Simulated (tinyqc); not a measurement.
Equilibrium and kinetic segregation of a solute to boundaries and growing surfaces. From one set of inputs to another, one input at a time. Computed by tinyqc, a small Python program. Command: `OMP_NUM_THREADS=1 python tinyqc.py 3021212 3021213 out.jsonl segreg ladder`. One thread of a shared host (Intel(R) Xeon(R) Processor @ 2.30GHz), about 0.01 s of CPU time with the checks.

The inputs printed are set A. Inputs not listed in the table keep their values of set A, so the rows need not describe a real material.

Inputs (values chosen for the exercise, for a model alloy):
```
quantity                    value   unit
segregation energy Q        0.294     eV
total solute fraction x0  0.00078      -
temperature T                1225      K
grain size d                  620     nm
boundary thickness delta     0.73     nm
bulk diffusivity D        4.7e-19  m^2/s
anneal time t                  92      s
```

Isotherm: Langmuir-McLean.

Constants: k_B = 8.617333262e-05 eV/K.

Method:
- With theta the solute fraction on boundary sites and x that in the grains, theta/(1 - theta) = [x/(1 - x)] exp[Q/(k_B T)].
- The coverage theta_inf is that for x = x0.
- Finite grains: boundary sites are the fraction f = 3 delta/d, and x0 = (1 - f) x + f theta; solve both equations for theta; share at boundaries = f theta/x0.
- McLean kinetics from a uniform start, fed from both sides, with a constant enrichment beta = theta_inf/x0: (theta - x0)/(theta_inf - x0) = 1 - exp(s^2) erfc(s), s = 2 sqrt(D t)/(beta delta); half filling at s = 0.7691, t = (0.7691 beta delta/2)^2/D. D is an input and does not follow T.

Each row keeps all changes above it:
```
input moved                       from       to  coverage theta  fraction x left in the grains  time to half filling (s)
set A                                -        -        0.011867                     7.4070e-04                     42.98
segregation energy Q (eV)        0.294     0.41        0.031600                     6.7075e-04                    368.42
grain size d (nm)                  620       53        0.012727                     2.6508e-04                    368.42
boundary thickness delta (nm)     0.73      0.5        0.016047                     3.3534e-04                    172.84
total solute fraction x0       0.00078  0.00026        0.005372                     1.1109e-04                    181.40
temperature T (K)                 1225     1175        0.005734                     1.0055e-04                    251.32
```

Which inputs carry the difference?

Coverage theta goes from 0.0119 to 0.00573, a factor 0.483 in all. The largest single move comes from total solute fraction x0 (a factor 0.335), and segregation energy Q works against it (a factor 2.66). Fraction x left in the grains goes from 7.41e-4 to 1.01e-4, a factor 0.136 in all. The largest single move comes from total solute fraction x0 (a factor 0.331), and boundary thickness delta works against it (a factor 1.27). Time to half filling goes from 43.0 to 251, a factor 5.85 in all. The largest single move comes from segregation energy Q (a factor 8.57), and boundary thickness delta works against it (a factor 0.469). The single moves hold for this order of the switches; the total does not depend on the order.

Caution (rows grain size d, boundary thickness delta, total solute fraction x0, temperature T): half of theta_inf exceeds the equilibrium coverage of grains of this size, so half filling is never reached in them.

Extremes, crossings and ranges named in words are read from the listed rows.
